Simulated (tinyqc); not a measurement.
Worked calculation: coupled-perturbed Hartree-Fock on RHF in the sto-6g basis, for BeH2, spin multiplicity 1. One step of it, computed by the program tinyqc.

Problem. Coupled step 2. U_ai = -(mu_ai + sum_bj [4 (ai|bj) - (ab|ij) - (aj|bi)] U_bj) / (e_a - e_i); alpha = -4 sum U_ai mu_ai.

U after step 1, order a4, a5, a6, a7:
$$\begin{pmatrix}
0.002549 & 0.275563 & 0.000000 \\
-0.017748 & -1.918740 & 0.000000 \\
0.000000 & 0.000000 & 0.000000 \\
0.000000 & 0.000000 & 0.000000
\end{pmatrix}$$

dipole integrals <a|z|i> (bohr), order a4, a5, a6, a7:
$$\begin{pmatrix}
-0.020798 & -0.136834 & 0.000000 \\
0.144815 & 0.952772 & 0.000000 \\
0.000000 & 0.000000 & 0.000000 \\
0.000000 & 0.000000 & 0.000000
\end{pmatrix}$$

orbital energies (hartree): MO1 -4.591408, MO2 -0.452005, MO3 -0.415782, MO4 0.209197, MO5 0.209197, MO6 0.441515, MO7 0.890352

Two-electron integrals over orbitals (pq|rs), unique and non-zero (hartree):
```
(11|11) 2.280553    (21|11) -0.195904   (21|21) 0.026350    (22|11) 0.482780
(22|21) -0.006346   (22|22) 0.394102    (31|31) 0.005873    (32|31) 0.013348
(32|32) 0.164566    (33|11) 0.451253    (33|21) -0.002370   (33|22) 0.407478
(33|33) 0.430513    (41|41) 0.016044    (42|41) 0.014974    (42|42) 0.048419
(43|43) 0.014221    (44|11) 0.570052    (44|21) -0.007375   (44|22) 0.365582
(44|33) 0.352751    (44|44) 0.450117    (51|51) 0.016044    (52|51) 0.014974
(52|52) 0.048419    (53|53) 0.014221    (54|54) 0.024258    (55|11) 0.570052
(55|21) -0.007375   (55|22) 0.365582    (55|33) 0.352751    (55|44) 0.401601
(55|55) 0.450117    (61|11) -0.194576   (61|21) 0.026957    (61|22) -0.006862
(61|33) -0.003656   (61|44) -0.004860   (61|55) -0.004860   (61|61) 0.027806
(62|11) 0.122769    (62|21) -0.006963   (62|22) -0.023033   (62|33) -0.045806
(62|44) 0.055987    (62|55) 0.055987    (62|61) -0.005106   (62|62) 0.079271
(63|31) -0.001910   (63|32) -0.093763   (63|63) 0.083154    (64|41) 0.016419
(64|42) 0.047301    (64|64) 0.051348    (65|51) 0.016419    (65|52) 0.047301
(65|65) 0.051348    (66|11) 0.484665    (66|21) -0.007301   (66|22) 0.393981
(66|33) 0.404566    (66|44) 0.366886    (66|55) 0.366886    (66|61) -0.007194
(66|62) -0.031382   (66|66) 0.409273    (71|31) 0.011080    (71|32) 0.019846
(71|63) -0.001300   (71|71) 0.021274    (72|31) 0.003744    (72|32) -0.044428
(72|63) 0.061966    (72|71) 0.007487    (72|72) 0.057654    (73|11) 0.142756
(73|21) -0.004637   (73|22) -0.005296   (73|33) -0.020406   (73|44) 0.061555
(73|55) 0.061555    (73|61) -0.003407   (73|62) 0.074758    (73|66) -0.023550
(73|73) 0.083778    (74|43) 0.013689    (74|74) 0.016586    (75|53) 0.013689
(75|75) 0.016586    (76|31) 0.010986    (76|32) 0.143007    (76|63) -0.093515
(76|71) 0.016670    (76|72) -0.054457   (76|76) 0.139881    (77|11) 0.572058
(77|21) -0.008240   (77|22) 0.423794    (77|33) 0.442118    (77|44) 0.388691
(77|55) 0.388691    (77|61) -0.008465   (77|62) -0.032673   (77|66) 0.432684
(77|73) -0.008521   (77|77) 0.483203
```

Give: U after step 2; polarisability.

Solution.

U after step 2, order a4, a5, a6, a7:
$$\begin{pmatrix}
0.0016 & 0.2986 & 0.0000 \\
-0.0112 & -2.0789 & 0.0000 \\
0.0000 & 0.0000 & 0.0000 \\
0.0000 & 0.0000 & 0.0000
\end{pmatrix}$$

polarisability = 8.0930 bohr^3
